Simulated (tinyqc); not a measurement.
Standing waves and exposure in a photoresist film: one step. Intensity and exposure over the lowest period. Five cases, with inputs chosen for the exercise.

Problem. Nine depths from d - period to d. Without bleaching during the exposure the share of unexposed compound is m = exp(-C D I).

Normal incidence from air. Unexposed resist: N1 = n1 + i k1 with k1 = (A + B) lam/(4 pi), lam in micrometres. r01 = (1 - N1)/(1 + N1), t01 = 2/(1 + N1). Substrate Ns = ns + i ks: r12 = (N1 - Ns)/(N1 + Ns). With p = exp(2 pi i N1 d/lam), the field at depth z is E(z) = t01 [exp(2 pi i N1 z/lam) + r12 p^2 exp(-2 pi i N1 z/lam)]/(1 + r01 r12 p^2), the relative intensity I(z) = n1 |E(z)|^2 and the reflectance R = |(r01 + r12 p^2)/(1 + r01 r12 p^2)|^2.

Case 1.

Values chosen (a resist on Si, indices near tabulated ones; not measured data): d = 1199 nm (resist thickness); lam = 365 nm (vacuum wavelength); C = 0.017 cm^2/mJ (exposure rate (Dill C)); D = 20 mJ/cm^2 (incident dose).

N1 = 1.6910000+0.0214939i
r12 = -0.626746-0.115699i
period = 107.9243 nm

Case 2.

Values chosen (a resist on Cu, indices near tabulated ones; not measured data): d = 841 nm (resist thickness); lam = 365 nm (vacuum wavelength); C = 0.014 cm^2/mJ (exposure rate (Dill C)); D = 15 mJ/cm^2 (incident dose).

N1 = 1.7170000+0.0243985i
r12 = -0.193818-0.521612i
period = 106.2900 nm

Case 3.

Values chosen (a resist on Cu, indices near tabulated ones; not measured data): d = 134 nm (resist thickness); lam = 193 nm (vacuum wavelength); C = 0.039 cm^2/mJ (exposure rate (Dill C)); D = 40 mJ/cm^2 (incident dose).

N1 = 1.7050000+0.0147441i
r12 = -0.002563-0.521362i
period = 56.5982 nm

Case 4.

Values chosen (a resist on W, indices near tabulated ones; not measured data): d = 640 nm (resist thickness); lam = 365 nm (vacuum wavelength); C = 0.039 cm^2/mJ (exposure rate (Dill C)); D = 30 mJ/cm^2 (incident dose).

N1 = 1.7270000+0.0188798i
r12 = -0.442277-0.253808i
period = 105.6746 nm

Case 5.

Values chosen (a resist on W, indices near tabulated ones; not measured data): d = 563 nm (resist thickness); lam = 248 nm (vacuum wavelength); C = 0.029 cm^2/mJ (exposure rate (Dill C)); D = 80 mJ/cm^2 (incident dose).

N1 = 1.7790000+0.0183537i
r12 = -0.476079-0.291029i
period = 69.7021 nm

Give: Profile.

Solution.

Case 1.

Profile:
```
z (nm)      I      m
1091.1  0.072  0.976
1104.6  0.142  0.953
1118.1  0.428  0.864
1131.5  0.763  0.771
1145.0  0.948  0.724
1158.5  0.874  0.743
1172.0  0.583  0.820
1185.5  0.244  0.921
1199.0  0.054  0.982
```

I runs from 0.054 to 0.948 on these points, so m runs from 0.724 to 0.982; the least exposed point listed lies 0.0 nm above the bottom.

Case 2.

Profile:
```
z (nm)      I      m
734.7   0.406  0.918
748.0   0.146  0.970
761.3   0.130  0.973
774.6   0.364  0.926
787.9   0.711  0.861
801.1   0.964  0.817
814.4   0.973  0.815
827.7   0.732  0.858
841.0   0.379  0.924
```

I runs from 0.130 to 0.973 on these points, so m runs from 0.815 to 0.973; the least exposed point listed lies 79.7 nm above the bottom.

Case 3.

Profile:
```
z (nm)      I      m
77.4    1.277  0.136
84.5    0.554  0.422
91.6    0.254  0.673
98.6    0.550  0.424
105.7   1.267  0.139
112.8   1.980  0.046
119.9   2.270  0.029
126.9   1.963  0.047
134.0   1.237  0.145
```

I runs from 0.254 to 2.270 on these points, so m runs from 0.029 to 0.673; the least exposed point listed lies 42.4 nm above the bottom.

Case 4.

Profile:
```
z (nm)      I      m
534.3   0.235  0.760
547.5   0.176  0.814
560.7   0.433  0.602
574.0   0.853  0.369
587.2   1.187  0.249
600.4   1.238  0.235
613.6   0.974  0.320
626.8   0.547  0.527
640.0   0.205  0.786
```

I runs from 0.176 to 1.238 on these points, so m runs from 0.235 to 0.814; the least exposed point listed lies 92.5 nm above the bottom.

Case 5.

Profile:
```
z (nm)      I      m
493.3   0.202  0.626
502.0   0.133  0.735
510.7   0.379  0.415
519.4   0.794  0.158
528.1   1.134  0.072
536.9   1.197  0.062
545.6   0.945  0.112
554.3   0.523  0.297
563.0   0.178  0.662
```

I runs from 0.133 to 1.197 on these points, so m runs from 0.062 to 0.735; the least exposed point listed lies 61.0 nm above the bottom.

Computed by tinyqc, one run a case: `OMP_NUM_THREADS=1 python tinyqc.py N N+1 out.jsonl` with N = 1651675, 1651922, 1652027, 1652087, 1652316; one thread of a shared Intel(R) Xeon(R) Processor @ 2.30GHz, about 0.01 s a run at most.
